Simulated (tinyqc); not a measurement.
Space-charge-limited current with shallow traps: two steps of the calculation.

One carrier type, drift only, an injecting contact at x = 0 (zero field) and thickness L. The share th = y/(1 + y), y = (Nc/Nt) exp(-Et/kB T), of the injected charge is free: J = q mu n F, eps0 eps_r dF/dx = q (n - n0)/th.

Parameters, values chosen for the exercise: temperature T = 350 K; relative permittivity eps_r = 24.3; mobility mu = 4.9 cm^2/(V s); thickness L = 4800 nm; band density of states Nc = 2.8e19 cm^-3; trap density Nt = 2.1e15 cm^-3; trap depth Et = 0.42 eV; free carrier density in equilibrium n0 = 8.7e10 cm^-3; voltage V = 7.3 V.

Constants: q = 1.602176634e-19 C, kB = 1.380649e-23 J/K, Vt = kB T/q, eps0 = 8.8541878128e-14 F/cm where lengths are in cm. Results are converted to the units shown.

Task 1. Limits and characteristic voltages. Ohmic J = q n0 mu V/L; Mott-Gurney J = (9/8) th eps0 eps_r mu V^2/L^3; they cross at Vx = 8 q n0 L^2/(9 th eps0 eps_r); traps fill at V_TFL = q Nt L^2/(2 eps0 eps_r).

Find: th; ohmic J; Mott-Gurney J; Vx; V_TFL.

Result 1.

th = 0.011805
ohmic J = 0.0010387 A/cm^2
Mott-Gurney J = 0.067464 A/cm^2
Vx = 0.11240 V
V_TFL = 18.015 V

Task 2. The exact current. Exact: with u = n0/n(L), w = -u - ln(1 - u) and v = -u - u^2/2 - ln(1 - u), V = (q n0 L^2/(th eps0 eps_r)) v/w^2 and J = q^2 n0^2 mu L/(th eps0 eps_r w). v/w^2 falls steadily with u, so u follows by bisection.

Find: v/w^2; u; w; J; exit field over V/L.

Result 2.

v/w^2 = 57.73
u = 0.02279
w = 2.636e-4
J = 0.06824 A/cm^2
exit field over V/L = 1.497

J is 0.38 % below the plain sum of the two limits; the exit field lies between the ohmic 1 and the Mott-Gurney 1.5.

Range of the model: Diffusion and a field-dependent mobility are left out. With injecting contacts the diffusion current, about 4 pi^2 Vt th eps0 eps_r mu V/L^3, equals the Mott-Gurney current at V = 35 kB T/q (0.9 V at 300 K), so the drift-only result needs V well above that.

Computed by the program tinyqc: `OMP_NUM_THREADS=1 python tinyqc.py 2370162 2370163 out.jsonl`, one thread of a shared Intel Xeon 2.30GHz, about 0.01 s for the whole run.
